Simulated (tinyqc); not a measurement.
Landau levels of a parabolic two-dimensional band, step by step. Values are carried at full precision from step to step, so a last printed digit may differ when a step is redone from the rounded ones.

In a field B along z: l = 1/sqrt((e/hbar) B) is the magnetic length, n_B = B/(h/e) the number of states per area in one level, hbar wc = 2 muB B/m for mass m in m0; 1/angstrom^2 = 1e16/cm^2.

Constants: e/hbar = 1.519267448e-05 1/(T angstrom^2); h/e = 413566.7697 T angstrom^2; hbar^2/2m0 = 3.80998211 eV angstrom^2; muB = 5.788381798e-05 eV/T; e^2/h = 3.874045865e-05 S.

Parameters, chosen for this exercise (near those of a two-dimensional electron gas in AlAs; the results hold for these values, not for the real material):

| symbol | value | unit | meaning |
|---|---|---|---|
| B | 6.2 | T | magnetic field |
| n | 8 | x 1e11/cm^2 | electron sheet density |
| m | 0.4644 | m0 | mass |
| gs | 1.86 |  | g factor |
| Dv | 0.85 | meV | valley splitting |
| gv | 2 |  | valleys |

## Scales set by the field

Give l, n_B and the filling factor nu = n/n_B.

l = 103.04 angstrom
n_B = 1.4992 x 1e11/cm^2
nu = 5.336

## The lowest levels

E(N, s) = (N + 1/2) hbar wc + s gs muB B with s = +/-1/2, each split by +/- Dv/2 into two valley states.

List the eight lowest, in meV, with the gap to the next.

Levels:

| label | E (meV) | gap above (meV) |
|---|---|---|
| 0-a | 0.014 | 0.668 |
| 0+a | 0.682 | 0.182 |
| 0-b | 0.864 | 0.668 |
| 0+b | 1.532 | 0.028 |
| 1-a | 1.560 | 0.668 |
| 1+a | 2.227 | 0.182 |
| 1-b | 2.410 | 0.668 |
| 1+b | 3.077 | 0.028 |

The largest of these gaps, 0.67 meV, first occurs above level 0-a and is kB T at 8 K.

## Where EF lies

Each listed level takes n_B electrons. At zero temperature and without broadening EF sits in the partly filled level.

Fill the listed levels in order up to nu; give the partly filled level, its energy and its filled share.

level: 1+a

EF = 2.227 meV
filled share = 0.336

## Fields of the Hall plateaus

A plateau is centred where nu = n/n_B equals 1, 2, 3, 4, 5, 6; there rho_xy = h/(nu e^2).

Plateaus:

| nu | B (T) | 1/B (1/T) | rho_xy (kohm) |
|---|---|---|---|
| 1 | 33.085 | 0.0302 | 25.8128 |
| 2 | 16.543 | 0.0604 | 12.9064 |
| 3 | 11.028 | 0.0907 | 8.6043 |
| 4 | 8.271 | 0.1209 | 6.4532 |
| 5 | 6.617 | 0.1511 | 5.1626 |
| 6 | 5.514 | 0.1813 | 4.3021 |

These counts hold wherever the levels are resolved.

## Checks

- Level spacing from finite differences in the Landau gauge against hbar wc, meV: 1.54 against 1.55.

tinyqc: `OMP_NUM_THREADS=1 python tinyqc.py 1281248 1281249 out.jsonl`; about 0.02 s, one thread, shared Intel(R) Xeon(R) Processor @ 2.30GHz.
